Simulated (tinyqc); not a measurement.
Critical points: density of states of one tight-binding band on the triangular lattice.

E(k) = -2 t (cos 2 pi k1 + cos 2 pi k2 + cos 2 pi (k1 + k2)); k in fractions of the reciprocal vectors, mesh k_i = j/N with j = 0 .. N-1. Densities are per cell and per spin, so the band holds one state.

Parameters, chosen for this exercise: t = 0.68 eV (nearest hopping).

The gradient vanishes at these points by symmetry; the signs of the eigenvalues of the second-derivative matrix give the type.

Critical points:

| point | k | E (eV) | positive | negative | type |
|---|---|---|---|---|---|
| Gamma | (0, 0) | -4.0800 | 2 | 0 | minimum |
| M | (0.5, 0) | 1.3600 | 1 | 1 | saddle |
| K | (0.3333, 0.3333) | 2.0400 | 0 | 2 | maximum |

Gamma is a minimum at -4.080 eV: g has a step there. M is a saddle at 1.360 eV: g diverges logarithmically there. K is a maximum at 2.040 eV: g has a step there.

Run: tinyqc, `OMP_NUM_THREADS=1 python tinyqc.py 1682391 1682392 out.jsonl`; Intel(R) Xeon(R) Processor @ 2.30GHz, one thread, shared host; about 0.09 s of CPU time with all checks.
